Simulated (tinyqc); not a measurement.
Two coupled magnetic layers: synthetic antiferromagnet, spin flop, exchange bias and magnetoresistance. From saturation field B_sat back to thickness t2. Computed by tinyqc, a small Python program. Command: `OMP_NUM_THREADS=1 python tinyqc.py 3001203 3001204 out.jsonl saf inv`. One thread of a shared host (Intel(R) Xeon(R) Processor @ 2.30GHz), about 0.3 s of CPU time with the checks.

Moments lie in the plane at the angles p1, p2 from the field. Energy per area: E = J1 cos(p1 - p2) + J2 cos^2(p1 - p2) - B M_s (t1 cos p1 + t2 cos p2) + K (t1 cos^2 p1 + t2 cos^2 p2).

Inputs (values chosen for the exercise, for a model stack):
```
quantity,value,unit
saturation magnetisation M_s,992,kA/m
thickness t1,3.1,nm
antiferromagnetic coupling J1,0.3,mJ/m^2
biquadratic coupling J2,0,mJ/m^2
in-plane anisotropy K,1.3,kJ/m^3
field over the saturation field,0.2,-
```

Field direction: along the hard axis.

Method. The parallel state is stable while the Hessian at p1 = p2 = 0 is positive: with c = J1 + 2 J2 and u = B M_s - 2K, (u t1 - c)(u t2 - c) > c^2, so B_sat M_s = c (1/t1 + 1/t2) + 2K. B_K = 2K/M_s.

Task: A run gave the result below. Find the thickness t2, known to lie between 1.4 and 4.6 nm.

saturation field B_sat = 216.7598 mT

Result:

Each step takes the trial c = (a f_b - b f_a)/(f_b - f_a), f being the result less the target and a, b, c the logarithms of the listed values; c replaces end b, the old b replaces a if the sign of f changed, and otherwise f_a is halved.

Scan of the range:
```
thickness t2 (nm),saturation field B_sat (mT)
1.40,316.189
1.71,277.029
2.08,245.570
2.54,219.238
3.09,198.046
3.77,180.393
4.60,165.919
```

False position (Illinois rule, in the logarithm of the input) inside the bracket:
```
step,end a,end b,trial,saturation field B_sat (mT)
1,2.54000,3.09000,2.59890,216.540
2,2.54000,2.59890,2.58994,216.943
3,2.59890,2.58994,2.59400,216.760
4,2.58994,2.59400,2.59400,216.760
```

Saturation field B_sat falls at every point of a 13-point scan of the range (every second point is shown), so one value fits; it is bracketed by 2.54 and 3.09. Answer: thickness t2 = 2.594 nm.
